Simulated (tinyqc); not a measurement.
Finnis-Sinclair potential for a bcc metal: fit to cohesion and elasticity, then vacancy, surfaces and structure: one step, computed by the program tinyqc. Command: `OMP_NUM_THREADS=1 python tinyqc.py 3112856 3112857 out.jsonl fsfit walk`. One thread of a shared host (Intel(R) Xeon(R) Processor @ 2.30GHz), about 0.01 s of CPU time with the checks.

E = (1/2) sum V(r) - A sqrt(rho), rho = sum phi(r), phi = (r - d)^2 for r < d, V = (r - c)^2 (c0 + c1 r + c2 r^2) for r < c. In bcc the 8 first neighbours lie at sqrt(3) a/2 and the 6 second at a; both cut-offs lie below the third shell; Omega = a^3/2; E is per atom and z the number of atoms in a shell. The four constants A, c0, c1, c2 are fitted to E_c, zero pressure, B and C12 - C44 alone, so C44 and C11 - C12 are not matched singly; defects are unrelaxed.

Task: Three linear equations for c0, c1, c2. With v_k = (r - c)^2 r^k the rows are (1/2) sum z v_k, (1/2) sum z r v_k' and (1/2) sum z r^2 v_k''. With rho1 = sum z r phi' and rho2 = sum z r^2 phi'' the right-hand sides are: -E_c + A sqrt(rho) (cohesion); A rho1/(2 sqrt(rho)) (zero pressure); 9 B Omega + A [rho2/(2 sqrt(rho)) - rho1^2/(4 rho^(3/2))] with B = (C11 + 2 C12)/3.

Inputs (values chosen for the exercise, modelled on vanadium):
```
quantity             value      unit
lattice constant a    3.04  angstrom
cohesive energy E_c   5.28        eV
target C11             226       GPa
target C12             117       GPa
pair cut-off c/a     1.245         -
```

rho = 10.75270 angstrom^2

A = 1.911564 eV/angstrom

rho1 = -65.90290 angstrom^2

rho2 = 221.7984 angstrom^2

Constants: 1 eV/angstrom^3 = 160.2176634 GPa.

Give: matrix; right-hand side.

Result:

matrix:
```
                  c0      c1       c2
cohesion        6.97   19.04    52.18
pressure      -37.85  -86.14  -189.38
bulk modulus  110.90  104.19  -173.80
```

right-hand side (eV): 0.99  -19.21  126.78
